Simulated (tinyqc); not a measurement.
Inside a calculation. Method: sp3 tight binding, zinc-blende lattice. One step of it, computed by the program tinyqc.

Problem. Levels at G. Diagonalise the Hermitian matrix.

H(k) at G (eV), lower triangle:
```
             a s       a px       a py       a pz        c s       c px       c py       c pz
a s   -16.440000
a px    0.000000  -8.010000
a py    0.000000   0.000000  -8.010000
a pz    0.000000   0.000000   0.000000  -8.010000
c s   -10.802252   0.000000   0.000000   0.000000  -7.930000
c px    0.000000   4.166583   0.000000   0.000000   0.000000  -3.570000
c py    0.000000   0.000000   4.166583   0.000000   0.000000   0.000000  -3.570000
c pz    0.000000   0.000000   0.000000   4.166583   0.000000   0.000000   0.000000  -3.570000
```

Give: eigenvalues.

Solution.

eigenvalues (eV): -23.7951  -10.5111  -10.5111  -10.5111  -1.0689  -1.0689  -1.0689  -0.5749
